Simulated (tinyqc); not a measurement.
Inside a calculation. Method: Hueckel theory of the pi electrons, for the molecule C=Cc1ccc[nH]1 (SMILES; centres numbered as the heavy atoms are written). One step of it, computed by the program tinyqc.

Task: Energy, charges, bond orders. E = sum n x; q_r = z_r - P_rr; bond order p = P_rs; free valence = sqrt(3) - sum of p over the bonds of the atom.

x values: 2.304804  1.315749  1.111423  0.440169  -0.681737  -1.374249  -1.826157

occupations: 2.000000  2.000000  2.000000  2.000000  0.000000  0.000000  0.000000

charge and bond-order matrix P, lower triangle:
```
           1C         2C         3C         4C         5C        6C        7N
1C   1.047708
2C   0.891290   0.998843
3C  -0.048865   0.443179   1.041385
4C  -0.322725   0.025510   0.700208   1.090891
5C   0.074376  -0.065696  -0.099876   0.583186   1.103993
6C   0.257029  -0.051011  -0.354558  -0.086774   0.762852  1.018927
7N  -0.158717  -0.040295   0.416549  -0.221382  -0.217518  0.464534  1.698252
```

Centres:

| centre | z_r, pi electrons of the neutral centre | h |
|---|---|---|
| 1C | 1 | 0.000000 |
| 2C | 1 | 0.000000 |
| 3C | 1 | 0.000000 |
| 4C | 1 | 0.000000 |
| 5C | 1 | 0.000000 |
| 6C | 1 | 0.000000 |
| 7N | 2 | 1.290000 |

Bonds:

| i | j | k |
|---|---|---|
| 1 | 2 | 1 |
| 2 | 3 | 1 |
| 3 | 4 | 1 |
| 4 | 5 | 1 |
| 5 | 6 | 1 |
| 6 | 7 | 0.790000 |
| 7 | 3 | 0.790000 |

Give: pi energy = 8 alpha + this times beta; pi charges; Bond orders and lengths from R = 1.517 - 0.180 p; free valence of the carbons; gap between the highest filled and the next level.

Result:

pi energy = 8 alpha + this times beta = 10.3443

pi charges: 1C -0.0477, 2C 0.0012, 3C -0.0414, 4C -0.0909, 5C -0.1040, 6C -0.0189, 7N 0.3017

Bond orders and lengths from R = 1.517 - 0.180 p (angstrom, C-C alone):

| bond | p | R |
|---|---|---|
| 1-2 | 0.8913 | 1.3566 |
| 2-3 | 0.4432 | 1.4372 |
| 3-4 | 0.7002 | 1.3910 |
| 4-5 | 0.5832 | 1.4120 |
| 5-6 | 0.7629 | 1.3797 |
| 6-7 | 0.4645 | - |
| 7-3 | 0.4165 | - |

free valence of the carbons: 1C 0.8408, 2C 0.3976, 3C 0.1721, 4C 0.4487, 5C 0.3860, 6C 0.5047

gap between the highest filled and the next level = 1.1219 |beta|
